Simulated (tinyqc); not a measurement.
## Delay unit and parasitic delay from two ring oscillators

Inverse problem. A ring of 11 inverters oscillates at 1/(2 x 11 d), with stage delay d = tau (h + p) for fan-out h. Find tau, p and the delay at fan-out 4.

frequencies of 11-stage ring oscillators with fan-out 1 and 6 (GHz): 3.1896584  0.92105355

Answer. d is a straight line in h with slope tau and intercept tau p.

tau = 7.020 ps
p = 1.030
delay at fan-out 4 = 35.31 ps

tinyqc, about 0.01 s, one thread, Intel Xeon 2.30GHz (shared host): `OMP_NUM_THREADS=1 python tinyqc.py 2082095 2082096 out.jsonl`
